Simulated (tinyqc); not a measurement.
Worked calculation: rigid-ion and shell models of the dielectric response of an ionic crystal. Computed by tinyqc, a small Python program that keeps every step. Command: `OMP_NUM_THREADS=1 python tinyqc.py 3028514 3028515 out.jsonl shell walk`. One thread of a shared host (Intel(R) Xeon(R) Processor @ 2.30GHz), about 0.01 s of CPU time with the checks. Intermediate numbers are printed to about 5 digits and carried at full precision; extremes and crossings named in words are read from the listed rows.

Charges +Z and -Z; 6 nearest neighbours, Madelung constant M = 1.747565, volume per ion pair Omega = 2.000000 d^3. Energy per pair U = -M Z^2 e2/d + 6 A exp(-d/rho), e2 = e^2/(4 pi eps_0). In the shell model the anion is a core of charge Y - Z and a massless shell of charge -Y, joined by the spring k; the repulsion acts on the shell. Each ion feels the Lorentz field E + (4 pi/3) P (Gaussian units).

Inputs (values chosen for the exercise, for a model crystal):
```
quantity,value,unit
nearest-neighbour distance d,2.83,angstrom
ionic charge Z,2,e
hardness d/rho,9.19,-
cation mass,172,u
anion mass,79.9,u
shell charge size Y,2.08,e
core-shell spring k,41.7,eV/angstrom^2
cation polarisability alpha_+,0.049,angstrom^3
film thickness t,9.1,nm
```

Structure: rock salt.

Constants: e^2/(4 pi eps_0) = 14.39964548 eV angstrom; 1 eV/angstrom^3 = 160.2176634 GPa; nu for 1 eV/(angstrom^2 u) = 15.6333042 THz; 1 THz = 33.35640952 1/cm; eps_0 = 8.8541878128e-12 F/m; h x 1 THz = 4.135667696 meV.

## Equilibrium, bulk modulus and repulsive spring

Zero pressure fixes 6 A exp(-d/rho) = M Z^2 e2 rho/d^2. Then U = -(M Z^2 e2/d)(1 - rho/d), B = M Z^2 e2 (d/rho - 2)/(9 Omega d), and the spring of one sublattice against the other is R = (1/3) x (Laplacian of the repulsion summed over neighbours) = M Z^2 e2 (d/rho - 2)/(3 d^3), so R = 3 B Omega/d^2.

volume Omega = 45.330 angstrom^3

lattice energy U = -31.698 eV/pair

bulk modulus B = 100.43 GPa

repulsive spring R = 10.644 eV/angstrom^2

## Rigid ions

With C = 4 pi Z^2 e2/(3 Omega): mu lambda_TO = R - C, mu lambda_LO = R + 2 C; eps_inf = 1 and eps_s = lambda_LO/lambda_TO. lambda in eV/(angstrom^2 u) gives the wavenumber 15.6333042 x 33.35640952 x sqrt(lambda); mu is the reduced mass.

Coulomb spring C = 5.3224 eV/angstrom^2

omega_TO, rigid ions = 162.86 1/cm

omega_LO, rigid ions = 325.75 1/cm

eps_s, rigid ions = 4.0007

## Shell model: electronic response

Eliminating the shell gives the anion polarisability alpha_- = Y^2 e2/(k + R), the Szigeti charge Z_S = Z - Y R/(k + R) and the softened spring R' = k R/(k + R). With b = 4 pi (alpha_+ + alpha_-)/(3 Omega): eps_inf = (1 + 2b)/(1 - b) (Clausius-Mossotti); Born charge Z* = Z_S (eps_inf + 2)/3.

anion polarisability alpha_- = 1.1902 angstrom^3

Szigeti charge Z_S = 1.5770 e

softened spring R' = 8.4794 eV/angstrom^2

b = 0.11451

eps_inf = 1.3879

Born charge Z* = 1.7810 e

Overlap pushes the shell back and lowers the effective charge to 79 % of Z; the local field then raises the Born charge to 89 % of Z.

## Shell model: lattice response

mu lambda_TO = R' - (4 pi e2/(3 Omega)) Z_S^2/(1 - b); mu lambda_LO = mu lambda_TO + 4 pi e2 Z*^2/(eps_inf Omega); eps_s = eps_inf lambda_LO/lambda_TO.

mu lambda_TO = 4.7421 eV/angstrom^2

omega_TO = 153.74 1/cm

omega_LO = 262.88 1/cm

eps_s = 4.0580

share of R' left after the dipole term = 0.55925

The dipole field cancels 44 % of the short-range spring.

## As a gate dielectric

Capacitance per area eps_0 eps_s/t; equivalent oxide thickness EOT = t x 3.9/eps_s; the surface optical mode against silicon (eps = 11.7) lies at omega_TO sqrt[(eps_s + 11.7)/(eps_inf + 11.7)], and its squared coupling to channel electrons scales as g = hbar omega_SO [1/(11.7 + eps_inf) - 1/(11.7 + eps_s)], with hbar omega = h c x wavenumber.

capacitance per area = 3.9484 fF/micrometre^2

equivalent oxide thickness = 8.7457 nm

surface optical mode = 168.70 1/cm

remote-phonon coupling g = 0.27078 meV

## From rigid to soft shells

The formulas are those given above.

Response against the core-shell spring:
```
k (eV/angstrom^2),eps_inf,Z_S,Z*,omega_TO (1/cm),omega_LO (1/cm),eps_s
33,1.4740,1.4927,1.7286,151.66,251.66,4.0587
42,1.3855,1.5795,1.7824,153.80,263.21,4.0580
54,1.3097,1.6575,1.8287,155.61,273.89,4.0574
75,1.2319,1.7415,1.8761,157.45,285.73,4.0569
110,1.1654,1.8165,1.9166,159.00,296.65,4.0564
170,1.1133,1.8774,1.9484,160.21,305.79,4.0561
330,1.0657,1.9350,1.9774,161.30,314.67,4.0558
1300,1.0270,1.9831,2.0010,162.19,322.29,4.0556
```

From the stiffest to the softest shell eps_inf rises from 1.03 to 1.47 and Z_S falls from 1.98 to 1.49; omega_LO moves by -22 % and omega_TO by -6.5 %. Screening by eps_inf cuts the LO frequency, which rigid ions overstate (rigid ions: 326 per cm); eps_s stays at 4.06.

Checks made by the program: TO spring by direct elimination of the shell from the 2 x 2 energy matrix (relative difference below 1e-10); Szigeti's relation mu lambda_TO (eps_s + 2)/(eps_inf + 2) = R' (relative difference below 1e-10).
